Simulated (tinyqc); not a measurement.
# Changing the pressure p

Model: adsorption as a lattice gas: isotherms with interactions, competition, desorption peaks and saturation dose. Computed by tinyqc, a small Python program. Command: `OMP_NUM_THREADS=1 python tinyqc.py 3022621 3022622 out.jsonl adsorb sweep`. One thread of a shared host (Intel(R) Xeon(R) Processor @ 2.30GHz), about 0.01 s of CPU time with the checks.

One adsorbate per site; a molecule needs 1 empty site. Gas and surface have the same temperature.

Inputs (values chosen for the exercise, for a model surface):
```
quantity                             value    unit
desorption energy E                   1.79      eV
prefactor nu                       3.2e+12     1/s
pair energy w (positive repels)      0.032      eV
neighbours z                             3       -
site density N_s                        14  1/nm^2
molecular mass M                       135       u
sticking coefficient s0             0.0011       -
temperature T                          747       K
blocking by a second gas, K_B p_B     0.21       -
```

Adsorption: molecular (first order).

Constants: u = 1.6605390666e-27 kg; k_B = 1.380649e-23 J/K; k_B = 8.617333262e-05 eV/K.

Method. Flux F = p/sqrt(2 pi M k_B T); k_d = nu exp(-E/(k_B T)); s0 F (1 - theta) = N_s k_d theta, so y = s0 F/(N_s k_d), theta = y/(1 + y). With a second gas on the same sites theta = y/(1 + y + K_B p_B). With u = w/(k_B T). Mean field: theta/(1 - theta) = y exp(-z u theta). Quasi-chemical: theta/(1 - theta) = y [(r - 1 + 2 theta)(1 - theta)/((r + 1 - 2 theta) theta)]^(-z/2) exp(-z u/2), r = sqrt(1 - 4 theta (1 - theta)(1 - exp(-u))).

One run for each value:
```
pressure p (Pa)  Langmuir coverage  coverage, mean field  coverage, quasi-chemical  coverage with the second gas
0.044                      0.01058               0.01042                   0.01045                       0.00876
0.2                        0.04635               0.04356                   0.04406                       0.03861
0.95                       0.18755               0.15487                   0.15844                       0.16022
4.4                        0.51672               0.37821                   0.38207                       0.46911
20                         0.82935               0.64875                   0.64431                       0.80066
95                         0.95848               0.86417                   0.86112                       0.95020
440                        0.99073               0.96221                   0.96182                       0.98881
2000                       0.99795               0.99106                   0.99104                       0.99752
9500                       0.99957               0.99808                   0.99808                       0.99948
```

Over the rows, Langmuir coverage rises from 0.0106 to 1.000 (exponent d ln y / d ln x 0.98 between the first rows and 0.0010 between the last); coverage, mean field rises from 0.0104 to 0.998 (exponent d ln y / d ln x 0.94 between the first rows and 0.0045 between the last); coverage, quasi-chemical rises from 0.0105 to 0.998 (exponent d ln y / d ln x 0.95 between the first rows and 0.0045 between the last). At the low end the exponent of Langmuir coverage is 0.98, close to 1: Henry's law. At the high end the exponent of Langmuir coverage is 0.00, close to 0: saturation.  Left out: 44000 (coverage empty or full).
